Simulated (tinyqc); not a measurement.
Solid against vapour: precursor delivery by bubblers, mass-transport growth and the solid composition of a III-V alloy. Computed by tinyqc, a small Python program. Command: `OMP_NUM_THREADS=1 python tinyqc.py 3002005 3002006 out.jsonl movpe_thermo walk`. One thread of a shared host (Intel(R) Xeon(R) Processor @ 2.30GHz), about 0.02 s of CPU time with the checks.

1 sccm = 44.615 micromol/min; 1 torr = 133.322 Pa. The sources decompose fully at the surface.

Inputs (values chosen for the exercise, modelled on triethylgallium (source 1) and trimethylindium (source 2) for the vapour pressures): growth temperature T = 1050 K; interaction L0 of the solid = 13.6 kJ/mol; exchange energy dG_x of AC + (1/2) D2 -> AD + (1/2) C2 = 13 kJ/mol.

Alloy: mixing on the group-V sites.

Constants: R = 8.314462618 J/(mol K).

Method. At high V/III the group-V pressures at the surface equal those supplied, as dimers: p_D2/p_C2 = x_v/(1 - x_v). Equilibrium of the solid AC(1-x)D(x), A standing for the mix of both group-III metals: ln[x/(1 - x)] + L0 (1 - 2x)/(R T) = -dG_x/(R T) + (1/2) ln[x_v/(1 - x_v)].

Composition:
```
x_v         x  x for L0 = 0    x/x_v
0.02  0.00689       0.03122  0.34430
0.05  0.01116       0.04920  0.22317
0.10  0.01639       0.06993  0.16392
0.25  0.02916       0.11523  0.11664
0.50  0.05307       0.18406  0.10615
0.75  0.10141       0.28094  0.13522
0.90  0.22104       0.40360  0.24560
0.95  0.48097       0.49578  0.50628
0.98  0.80165       0.61226  0.81801
```

What follows from these numbers?

dG_x = 13 kJ/mol favours AC: at x_v = 1/2 the ideal solid has x = 0.184. The positive L0 pushes x away from 1/2, to 0.053, and steepens the curve near x = 1/2; at L0 = 2 R T = 17.5 kJ/mol the slope would diverge.
